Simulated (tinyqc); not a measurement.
# From one set of inputs to another, one input at a time

Model: rapid thermal processing of a wafer: radiative balance, ramp and cooling, pattern effects, pyrometer error and spike budget. Computed by tinyqc, a small Python program. Command: `OMP_NUM_THREADS=1 python tinyqc.py 3112827 3112828 out.jsonl rtp ladder`. One thread of a shared host (Intel(R) Xeon(R) Processor @ 2.30GHz), about 0.1 s of CPU time with the checks.

The wafer is opaque and uniform through its thickness unless said otherwise; temperatures in formulas are in kelvin (C + 273.15). sigma = 5.670374419e-12 W/(cm^2 K^4).

The inputs printed are set A. Inputs not listed in the table keep their values of set A, so the rows need not describe a real material.

Inputs (values chosen for the exercise, modelled on a hot silicon wafer):
```
quantity                                              value         unit
wafer thickness d                                       625   micrometre
heat capacity per volume C                             2.02   J/(cm^3 K)
thermal conductivity k                                 0.21     W/(cm K)
emissivity eps of each face                            0.65            -
reflectivity of the chamber walls r                    0.74            -
gas heat-transfer coefficient h, both faces together    5.5  mW/(cm^2 K)
wall temperature T_w                                    350            K
process temperature                                     745            C
starting temperature                                    550            C
ramp rate                                                54          K/s
activation energy of the process E_a                      4           eV
```

Constants: k_B = 8.617333262e-05 eV/K.

Method:
- Effective emissivity between parallel grey plates: eps_eff = 1/(1/eps + 1/(1 - r) - 1). Loss per area q(T) = 2 eps_eff sigma (T^4 - T_w^4) + h (T - T_w).
- Absorbed power during a ramp = q(T) + C d x ramp rate; thermal time constant tau = C d/(dq/dT), dq/dT = 8 eps_eff sigma T^3 + h; natural cooling rate q/(C d); front-to-back difference under one-sided heating at the end of the ramp = (absorbed power) d/(2 k).
- Cooling with the lamps off: C d dT/dt = -q(T), integrated adaptively (relative tolerance 1e-10).
- Spike anneal: linear ramp to the peak, then lamps off. Equivalent time at the peak = int exp(-(E_a/k_B)(1/T - 1/T_peak)) dt; estimate (k_B T^2/E_a)(1/ramp rate + 1/cooling rate). The ramp part uses 4000 trapezoid steps, the cooling part 4000 steps over 4 tau.
- Time within 50 K of the peak from the same curves.

Each row keeps all changes above it:
```
input moved                                                         from     to  holding power q (W/cm^2)  time constant tau (s)  equivalent time, total (s)
set A                                                                  -      -                     6.415                  7.689                       0.842
activation energy of the process E_a (eV)                              4    2.7                     6.415                  7.689                       1.239
gas heat-transfer coefficient h, both faces together (mW/(cm^2 K))   5.5    2.1                     4.144                  9.697                       1.623
reflectivity of the chamber walls r                                 0.74  0.099                     8.693                  4.053                       1.083
wafer thickness d (micrometre)                                       625    525                     8.693                  3.405                       1.001
thermal conductivity k (W/(cm K))                                   0.21   0.22                     8.693                  3.405                       1.001
emissivity eps of each face                                         0.65    0.7                     9.214                  3.192                       0.978
ramp rate (K/s)                                                       54     21                     9.214                  3.192                       1.883
```

Holding power q goes from 6.42 to 9.21, a factor 1.44 in all. The largest single move comes from reflectivity of the chamber walls r (a factor 2.10), and gas heat-transfer coefficient h, both faces together works against it (a factor 0.646). Time constant tau goes from 7.69 to 3.19, a factor 0.415 in all. The largest single move comes from reflectivity of the chamber walls r (a factor 0.418), and gas heat-transfer coefficient h, both faces together works against it (a factor 1.26). Equivalent time, total goes from 0.842 to 1.88, a factor 2.24 in all. The largest single move comes from ramp rate (a factor 1.93), and reflectivity of the chamber walls r works against it (a factor 0.667). The single moves hold for this order of the switches; the total does not depend on the order.

Extremes, crossings and ranges named in words are read from the listed rows.
